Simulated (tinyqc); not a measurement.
Phase shift across the band: Koster-Slater impurity in a tight-binding band, by Green functions and by supercells. Computed by tinyqc, a small Python program. Command: `OMP_NUM_THREADS=1 python tinyqc.py 3025515 3025516 out.jsonl kosterslater walk`. One thread of a shared host (Intel(R) Xeon(R) Processor @ 2.30GHz), about 0.04 s of CPU time with the checks.

One orbital per site, e(k) = -2 t sum cos(k_i) over 3 direction(s), band from -6 t to 6 t, lattice constant 1. One site has the extra energy U. Spin is left out.

Inputs (values chosen for the exercise, for a model band): hopping t = 1.7 eV; impurity potential U = -14.8 eV; broadening eta = 0.26 eV.

Lattice: simple cubic.

Method:
- Outside the band G0(E) = (1/pi) int_0^pi dk (2/(pi z)) K(16 t^2/z^2), z = E + 2 t cos k, K the complete elliptic integral with parameter m; 200 Gauss-Legendre points.
- A bound state solves 1/U = G0(E).
- Bisection in ln(distance from the edge) between 1e-5 t and |U| + t. Weight on the impurity site: -1/(U^2 dG0/dE), by a central difference with step min(1e-4 t, distance/30). Decay length along an axis: 1/arccosh(1 + distance/(2 t)).
- Inside the band G0(z), z = E + i eta, comes from the chain form 1/(sqrt(y - 2t) sqrt(y + 2t)) (principal roots) at y = z + 2 t cos k + 2 t cos k', averaged over k and k' in (0, pi) with 200 Gauss-Legendre points each.
- delta/pi = -arg(1 - U G0)/pi counts the states added below E (Friedel); host DOS = -Im G0/pi, DOS on the impurity = -Im[G0/(1 - U G0)]/pi; 13 evenly spaced energies from -(band edge + |U| + 2t) to +(band edge + |U| + 2t).

distance from the band edge = 5.82288 eV

level E_b = -16.0229 eV

Across the spectrum:
```
E (eV)   Re G0 (1/eV)  host DOS (1/eV)  DOS on the impurity (1/eV)  delta/pi
-28.400      -0.03601         0.000110                    0.000504   0.00348
-23.667      -0.04367         0.000164                    0.001307   0.00684
-18.933      -0.05573         0.000273                    0.008854   0.02304
-14.200      -0.07833         0.000583                    0.022304   0.94640
-9.467       -0.14549         0.010832                    0.006841   0.86893
-4.733       -0.16815         0.048156                    0.006661   0.68677
0.000         0.00000         0.081291                    0.005318   0.41767
4.733         0.16815         0.048156                    0.002802   0.18162
9.467         0.14549         0.010832                    0.001062   0.05042
14.200        0.07833         0.000583                    0.000125   0.00399
18.933        0.05573         0.000273                    0.000082   0.00222
23.667        0.04367         0.000164                    0.000060   0.00147
28.400        0.03601         0.000110                    0.000047   0.00106
```

What follows from these numbers?

delta/pi starts and ends near zero (+0.003 and +0.001): the impurity moves states but creates none. delta/pi rises at the bound state below the band (-16.023 eV), reaches 0.95 among these rows (1 in the limit of small eta, just above the level) and is paid back by the top of the band.

Extremes, crossings and ranges named in words are read from the listed rows.
